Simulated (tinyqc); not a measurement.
Changing the anneal time t: hydrogen passivation of interface dangling bonds: competing passivation and dissociation with distributed barriers. Computed by tinyqc, a small Python program. Command: `OMP_NUM_THREADS=1 python tinyqc.py 3005158 3005159 out.jsonl passiv sweep`. One thread of a shared host (Intel(R) Xeon(R) Processor @ 2.30GHz), about 0.09 s of CPU time with the checks.

P_b + H2 gives P_bH + H at the rate k_f [H2]; P_bH gives P_b + H at the rate k_d. All defects start unpassivated. E_f and E_d are Gaussian and independent.

Inputs (values chosen for the exercise, close to those used for P_b centres at the silicon-oxide interface): defect density N0 = 7.1e+11 1/cm^2; passivation prefactor k_f0 = 4.3e-07 cm^3/s; mean passivation barrier E_f = 1.56 eV; spread sigma_f = 0.1 eV; dissociation prefactor k_d0 = 9.7e+12 1/s; mean dissociation barrier E_d = 2.76 eV; spread sigma_d = 0.12 eV; H2 in the oxide per atm, solubility factor = 5.9e+17 1/(cm^3 atm); hydrogen pressure p = 1 atm; anneal temperature T = 675 C; oxide thickness = 19 nm.

Constants: k_B = 8.617333262e-05 eV/K; e = 1.602176634e-19 C; eps_0 = 8.8541878128e-12 F/m.

Method:
- [H2] = solubility factor x p; a = k_f0 [H2] exp(-E_f/(k_B T)), d = k_d0 exp(-E_d/(k_B T)). For one pair of barriers the active share is y = [d + a exp(-(a + d) t)]/(a + d).
- Temperatures in kelvin are T(C) + 273.15.
- Average y over both Gaussians with 40 x 40 Gauss-Hermite points.
- Active density N0 y; threshold shift if each active defect holds one charge, e N0 y t_ox/(3.9 eps_0).
- Minimise the averaged y over T between 150 and 900 C: find where ln y is equal at T - 0.05 and T + 0.05 C; T is rounded to 0.1 C.

One run for each value:
```
anneal time t (s)  active share y  active share, single barriers  best temperature (C)  least active share
1.00e+00               9.9207e-05                     1.5995e-05                 628.6          6.4667e-05
1.00e+01               9.9112e-05                     1.5995e-05                 562.0          2.6337e-05
1.00e+02               9.9112e-05                     1.5995e-05                 505.0          1.1088e-05
1.00e+03               9.9112e-05                     1.5995e-05                 455.7          4.8209e-06
1.00e+04               9.9112e-05                     1.5995e-05                 412.5          2.1591e-06
1.00e+05               9.9112e-05                     1.5995e-05                 374.4          9.9814e-07
1.00e+06               9.9112e-05                     1.5995e-05                 340.7          4.7392e-07
```

Describe and explain the trends.

Over the rows, active share y falls from 9.92e-5 to 9.91e-5, flat over part of the range; active share, single barriers does not change; best temperature (C) falls from 629 to 341 (exponent d ln y / d ln x -0.049 between the first rows and -0.041 between the last). The exponent of active share y stays at 0: the steady balance is reached. Longer anneals allow a colder optimum with a lower floor.

Caution (all rows): single-barrier shares below about 1e-3 are formal; measured passivation levels off well above them. Caution (all rows): densities below a few 1e9 per cm^2 are formal: other defects set the floor in real interfaces. Caution (all rows): a least active share below 1e-3 is a property of the model; measured passivation levels off well above it. Caution (all rows): atomic hydrogen, which both passivates and depassivates, and further passivation during cooling are left out.

Extremes, crossings and ranges named in words are read from the listed rows.
